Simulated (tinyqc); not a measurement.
ESD clamp with bipolar snapback, compact model and design window: two steps of the calculation.

The drain junction multiplies the current that enters it: Igen = (M - 1)(Ic + I0), M = 1/(1 - (Vj/BV)^n). The generated holes leave through the substrate resistance and the base of the parasitic npn: Igen = Vb/Rb + Ic/be, Ic = Is exp(Vb/Vt). Terminal current I = Ic + I0 + Igen and voltage V = Vj + I Ro, per width. Isothermal, constant gain.

Parameters, values chosen for the exercise; values close to those of grounded-gate n-channel clamps:
```
symbol    value    unit                               meaning
T           300       K                           temperature
BV           12       V            junction breakdown voltage
n           2.8                exponent of the multiplication
be           10             current gain of the parasitic npn
Is      3.7e-17    A/um                    saturation current
I0      3.7e-12    A/um                      junction leakage
Rb         9900  ohm um                  substrate resistance
Ro          100  ohm um  drain ballast and contact resistance
It2         7.5   mA/um            failure current for 100 ns
Wf           30      um                          finger width
Nf           10                             number of fingers
Lv            2      kV                human-body-model level
Vox        10.7       V    oxide breakdown voltage for 100 ns
Vdd           5       V                        supply voltage
```

Constants: q = 1.602176634e-19 C, kB = 1.380649e-23 J/K, Vt = kB T/q. Results are converted to the units shown.

Task 1. Base voltage at the failure current. I(Vb) = Ic (1 + 1/be) + I0 + Vb/Rb, I' = Ic (1 + 1/be)/Vt + 1/Rb; Newton steps on ln I: Vb(new) = Vb - ln(I/It2) I/I'. V follows from the introduction.

Vb at the start = 0.77 V

Wanted: I; V; I'; Vb after iteration 1.

Result 1.

I = 0.42855 mA/um
V = 7.4181 V
I' = 13.669 mS/um
Vb after iteration 1 = 0.85973 V

Task 2. Design window and human-body level. Human-body model: 100 pF through 1500 ohm, peak current about (level - Vt2)/1500 ohm, decay time 150 ns. All fingers turn on before the first fails if Vt2 > Vt1; then the clamp carries Nf Wf It2, otherwise in the worst case Wf It2. Margins: Vh - 1.1 Vdd against latching in operation, Vox - max(Vt1, Vt2) for the protected oxide.

Vt1 = 12.004485 V
Vh = 5.8517773 V
Vt2 = 6.0471890 V

Find: peak current; current the clamp carries; level it withstands; holding margin; oxide margin.

Result 2.

peak current = 1.329 A
current the clamp carries = 0.2250 A
level it withstands = 0.3435 kV
holding margin = 0.3518 V
oxide margin = -1.304 V

Uniform turn-on is not assured; the clamp fails the level. The oxide margin is negative.

Computed by the program tinyqc: `OMP_NUM_THREADS=1 python tinyqc.py 2670002 2670003 out.jsonl`, one thread of a shared Intel Xeon 2.30GHz, about 0.01 s for the whole run.
